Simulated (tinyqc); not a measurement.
Inside a calculation. Method: CCSD on RHF in the 3-21g basis, for H2, spin multiplicity 1. One step of it, computed by the program tinyqc.

Problem. Integrals over molecular orbitals. (pq|rs) = sum C_ip C_jq C_kr C_ls (ij|kl), one index at a time.

coefficients C:
```
            MO1        MO2        MO3        MO4
1H 1s  0.271374   0.131266   0.836904  -1.000428
1H 2s  0.339555   1.379451  -0.669061   1.188006
2H 1s  0.271374  -0.131266   0.836904   1.000428
2H 2s  0.339555  -1.379451  -0.669061  -1.188006
```

core Hamiltonian H = T + V (hartree):
```
           1H 1s      1H 2s      2H 1s      2H 2s
1H 1s  -0.783854  -0.878219  -0.578879  -0.668371
1H 2s  -0.878219  -0.921926  -0.668371  -0.809880
2H 1s  -0.578879  -0.668371  -0.783854  -0.878219
2H 2s  -0.668371  -0.809880  -0.878219  -0.921926
```

Two-electron integrals (ij|kl) in chemists' order, unique and non-zero (hartree):
```
(11|11) 1.140145   (21|11) 0.611403   (21|21) 0.345152   (22|11) 0.626370
(22|21) 0.380329   (22|22) 0.482957   (31|11) 0.268236   (31|21) 0.153738
(31|22) 0.172840   (31|31) 0.092105   (32|11) 0.283140   (32|21) 0.172599
(32|22) 0.218027   (32|31) 0.110552   (32|32) 0.154039   (33|11) 0.597421
(33|21) 0.373149   (33|22) 0.490329   (33|31) 0.268236   (33|32) 0.401161
(33|33) 1.140145   (41|11) 0.401161   (41|21) 0.227500   (41|22) 0.252612
(41|31) 0.110552   (41|32) 0.127109   (41|33) 0.283140   (41|41) 0.154039
(42|11) 0.459638   (42|21) 0.281202   (42|22) 0.363953   (42|31) 0.144553
(42|32) 0.194463   (42|33) 0.459638   (42|41) 0.194463   (42|42) 0.297031
(43|11) 0.373149   (43|21) 0.231764   (43|22) 0.305484   (43|31) 0.153738
(43|32) 0.227500   (43|33) 0.611403   (43|41) 0.172599   (43|42) 0.281202
(43|43) 0.345152   (44|11) 0.490329   (44|21) 0.305484   (44|22) 0.414909
(44|31) 0.172840   (44|32) 0.252612   (44|33) 0.626370   (44|41) 0.218027
(44|42) 0.363953   (44|43) 0.380329   (44|44) 0.482957
```

Give: one-electron integrals over orbitals h = C^T H C; Two-electron integrals over orbitals.

Solution.

one-electron integrals over orbitals h = C^T H C (hartree):
```
         1        2        3       4
1  -1.1701   0.0000  -0.1495  0.0000
2   0.0000  -0.5855   0.0000  0.2003
3  -0.1495   0.0000   0.0046  0.0000
4   0.0000   0.2003   0.0000  0.2711
```

Two-electron integrals over orbitals (pq|rs), unique and non-zero (hartree):
```
(11|11) 0.6127    (21|21) 0.1017    (22|11) 0.4577    (22|22) 0.4160
(31|11) 0.1495    (31|22) 0.0638    (31|31) 0.1052    (32|21) -0.0031
(32|32) 0.0351    (33|11) 0.5445    (33|22) 0.4177    (33|31) 0.1294
(33|33) 0.5074    (41|21) -0.0807   (41|32) -0.0399   (41|41) 0.1190
(42|11) -0.1405   (42|22) -0.0665   (42|31) -0.0810   (42|33) -0.1172
(42|42) 0.0784    (43|21) -0.1109   (43|32) -0.0234   (43|41) 0.1279
(43|43) 0.1645    (44|11) 0.6239    (44|22) 0.4699    (44|31) 0.1886
(44|33) 0.5751    (44|42) -0.1690   (44|44) 0.6993
```
